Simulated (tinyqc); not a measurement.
Inside a calculation. Model: stacked nanosheet transistor, parasitic resistance, capacitance and delay.

tinyqc, about 0.07 s, one thread, Intel Xeon 2.30GHz (shared host): `OMP_NUM_THREADS=1 python tinyqc.py 2170030 2170031 out.jsonl` Printed values are rounded.

Ns sheets share one contact on top; each has perimeter p = 2 (Ws + ts) and cross-section A = Ws ts; contact width Wc = Ws + 10 nm, stack height Hs = Ns pv. Sheet 1 is the top one. Contact length Lc = CPP - Lg - 2 Lsp, shared by two neighbouring gates. Source and drain sides are equal. The formulas are first-order estimates, not field solutions.

Inputs (values chosen for the exercise); values close to those of silicon logic devices:
```
symbol    value        unit                                   meaning
T           300           K                               temperature
Ns            4                                      number of sheets
Ws           30          nm                               sheet width
ts            5          nm                           sheet thickness
pv           12          nm              vertical pitch of the sheets
rv          219         ohm  vertical resistance between sheet levels
CPP          45          nm                      contacted gate pitch
Lg           14          nm                               gate length
Lsp           5          nm                             spacer length
ks          4.5                   relative permittivity of the spacer
Hc           25          nm       gate height above the channel stack
rc       1.2e-9    ohm cm^2                       contact resistivity
re      0.00056      ohm cm   resistivity of the source-drain epitaxy
te           25          nm     current-carrying depth of the epitaxy
rx       0.0019      ohm cm              resistivity of the extension
Lov         0.5          nm                              gate overlap
Cinv        2.3     uF/cm^2                     inversion capacitance
vx        1.2e7        cm/s                        injection velocity
mu          160  cm^2/(V s)                         apparent mobility
VT         0.22           V           threshold at zero drain voltage
dl         0.03         V/V                          barrier lowering
n          1.25                                   subthreshold factor
Cw         0.17          fF                                 wire load
Vdd         0.8           V                            supply voltage
```

Constants: q = 1.602176634e-19 C, kB = 1.380649e-23 J/K, eps0 = 8.8541878128e-12 F/m, Vt = kB T/q. Results are converted to the units shown.

## Geometry and resistances

Epitaxy sheet resistance Rsh = re/te, transfer length LT = sqrt(rc/Rsh), contact Rc = [sqrt(rc Rsh)/Wc] coth(Lc/(2 LT)); extension of one sheet Rx = rx Lsp/A. Effective width N p; for equal currents and rv = 0 one side has Rc + Rx/N.

Lc = 21 nm
effective width = 280 nm
Rsh = 224 ohm
LT = 23.14550 nm
Rc = 305.0505 ohm
Rx = 633.3333 ohm
one side times effective width = 129.7475 ohm um

Lc/2 is 0.45 transfer lengths, and Rc is 6.8 % above the area limit rc/(Wc Lc/2). The contact makes up 65.8 % of one side.

## Capacitances

With N sheets: gate Cg = Cinv p N Lg; per side, plate Cp = ks eps0 [Wc (Hs + Hc) - N A]/Lsp, top fringe Cf = (2/pi) ks eps0 Wc ln(1 + Lg/(2 Lsp)), overlap Co = Cinv p N Lov. Cs = Cp + Cf + Co. An inverter of two such devices driving an equal one has the load CL = 2 (Cg + 2 Cs) + 4 Cs + Cw (its own drains counted twice for the Miller effect).

Cg = 90.16 aF
Cp = 18.48754 aF
Cf = 0.8882639 aF
Co = 3.22 aF
CL = 531.0865 aF

The channel capacitance gives 34.0 % of CL, the parasitic parts 34.0 % and the wire 32.0 %.

## Iteration 1: sheet currents at Vgs = Vdd, Vds = Vdd/2

I at the start (uA): sheet 1 0, sheet 2 0, sheet 3 0, sheet 4 0

One sheet: I = p Q vx u/(1 + |u|^1.8)^(1/1.8), Q = Cinv n Vt ln(1 + exp((Vg' - VT + dl Vd')/(n Vt))), u = Vd' mu/(vx Lg), Vg' = Vgs - v, Vd' = Vds - 2 v, with the drop on each side v_j = Rc sum I + rv (sum over levels k = 2..j of the current of sheets k..Ns) + Rx I_j. I(new) = I + 0.5 (I(out) - I).

drop v (mV): sheet 1 0, sheet 2 0, sheet 3 0, sheet 4 0
I(out) (uA): sheet 1 109.0254, sheet 2 109.0254, sheet 3 109.0254, sheet 4 109.0254
I after iteration 1 (uA): sheet 1 54.51269, sheet 2 54.51269, sheet 3 54.51269, sheet 4 54.51269

## Iteration 2: sheet currents at Vgs = Vdd, Vds = Vdd/2

As before.

drop v (mV): sheet 1 101.0412, sheet 2 136.8560, sheet 3 160.7326, sheet 4 172.6709
I(out) (uA): sheet 1 80.30862, sheet 2 63.94134, sheet 3 47.04137, sheet 4 35.41924
I after iteration 2 (uA): sheet 1 67.41066, sheet 2 59.22701, sheet 3 50.77703, sheet 4 44.96596

## Course of the iteration: sheet currents at Vgs = Vdd, Vds = Vdd/2

Stop when the largest change of I is below 1e-6 uA, or after 80 iterations.

Course of the iteration:

| iteration | total I (uA) | largest \|change\| of one entry (uA) |
|---|---|---|
| 1 | 218.0508 | 54.5 |
| 2 | 222.3807 | 12.9 |
| 3 | 230.0555 | 4.60 |
| 4 | 228.1961 | 1.41 |
| 5 | 230.1398 | 0.679 |
| 6 | 229.2147 | 0.442 |
| 7 | 229.8467 | 0.259 |
| 8 | 229.4900 | 0.157 |
| 9 | 229.7121 | 0.0944 |
| ... | ... | ... |
| 24 | 229.6308 | 4.62e-5 |
| 25 | 229.6309 | 2.78e-5 |
| 26 | 229.6309 | 1.67e-5 |
| 27 | 229.6309 | 1.01e-5 |
| 28 | 229.6309 | 6.06e-6 |
| 29 | 229.6309 | 3.64e-6 |
| 30 | 229.6309 | 2.19e-6 |
| 31 | 229.6309 | 1.32e-6 |
| 32 | 229.6309 | 7.93e-7 |

Converged in 32 iterations. At the end each change is about 0.60 times the one before: linear convergence. The bottom sheet carries 60.7 % of the current of the top one.

## Effective current, delay and energy

IH = I(Vdd, Vdd/2) = 229.6309 uA
IL = I(Vdd/2, Vdd), solved likewise = 102.1346 uA

Ieff = (IH + IL)/2, delay CL Vdd/(2 Ieff), energy CL Vdd^2, with CL the load of an inverter that drives an equal one.

Ieff = 165.8828 uA
delay = 1.280631 ps
energy = 339.8953 aJ

Without any series resistance Ieff would be 296 uA, so the resistances cost 43.9 %.
